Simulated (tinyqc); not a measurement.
Worked calculation: coupled-perturbed Hartree-Fock on RHF in the sto-3g basis, for H2, spin multiplicity 1. One step of it, computed by the program tinyqc.

Task: Response to a field: uncoupled start. Field along z; U_ai = -mu_ai / (e_a - e_i), alpha = -4 sum U_ai mu_ai.

orbital energies (hartree): MO1 -0.626778, MO2 0.798272

dipole integrals <a|z|i> (bohr):
```
           i1
a2  -0.873599
```

Give: uncoupled U; uncoupled polarisability.

Result:

uncoupled U:
```
        i1
a2  0.6130
```

uncoupled polarisability = 2.1422 bohr^3
